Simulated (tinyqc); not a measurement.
Pressure series at fixed power: global model of a low-pressure process discharge: electron temperature, density, ion flux and ion energy. Computed by tinyqc, a small Python program. Command: `OMP_NUM_THREADS=1 python tinyqc.py 3113551 3113552 out.jsonl plasma walk`. One thread of a shared host (Intel(R) Xeon(R) Processor @ 2.30GHz), about 0.01 s of CPU time with the checks.

Maxwellian electrons with temperature T_e in eV, one positive ion, no negative ions, uniform bulk density n; rate constants have the Arrhenius form.

Inputs (values chosen for the exercise, of the order of those of an inductive discharge in a simple atomic gas):
```
quantity                      value   unit
ion mass M                       40      u
ionisation prefactor K0       4e-14  m^3/s
ionisation energy E_iz         17.3     eV
excitation prefactor X0     1.7e-14  m^3/s
excitation energy E_ex          9.7     eV
elastic rate constant K_el  1.5e-13  m^3/s
ion-neutral cross section   1.1e-18    m^2
gas temperature T_g             600      K
radius R                         24     cm
height L                        9.4     cm
absorbed power P                800      W
```

Constants: k_B = 1.380649e-23 J/K; e = 1.602176634e-19 C; u = 1.6605390666e-27 kg; m_0 = 9.1093837015e-31 kg.

Method:
- n_g = p/(k_B T_g), lambda_i = 1/(n_g sigma), K_iz = K0 exp(-E_iz/T_e), h_L = 0.86/sqrt(3 + L/(2 lambda_i)), h_R = 0.8/sqrt(4 + R/lambda_i), A_eff = 2 pi R^2 h_L + 2 pi R L h_R and d_eff = pi R^2 L/A_eff follow p.
- Particle balance: K0 exp(-E_iz/T_e) n_g d_eff = u_B, u_B = sqrt(e T_e/M).
- E_c = E_iz + (X0 exp(-E_ex/T_e) E_ex + K_el (3 m_0/M) T_e)/K_iz; E_T = E_c + (5/2) T_e + (T_e/2) ln(M/(2 pi m_0)); n = P/(e u_B A_eff E_T); J = e h_L n u_B. Pressures without a root below 2 E_iz are left out.

Against pressure:
```
p (Pa)  T_e (eV)  E_c (eV)  E_T (eV)  n (1/cm^3)  J (mA/cm^2)
0.1       7.7937     28.24     84.20  6.6462e+10       2.0857
0.2       5.4148     34.10     72.97  1.0167e+11       2.4564
0.5       3.8534     46.98     74.65  1.4510e+11       2.4638
1.0       3.1427     63.70     86.27  1.7328e+11       2.1625
2.0       2.6403     90.91    109.87  1.9389e+11       1.7135
5.0       2.1709    154.91    170.49  2.0612e+11       1.1112
10.0      1.9111    239.74    253.46  2.0483e+11       0.7492
20.0      1.7064    378.33    390.58  1.9687e+11       0.4868
```

What follows from these numbers?

T_e falls from 7.79 to 1.71 eV, n changes by a factor 3.0 and J by 0.23; in J = P h_L/(A_eff E_T), E_T changes by a factor 4.64 and is least at 0.2 Pa, between wall losses at high T_e and excitation losses at low T_e.

Extremes, crossings and ranges named in words are read from the listed rows.
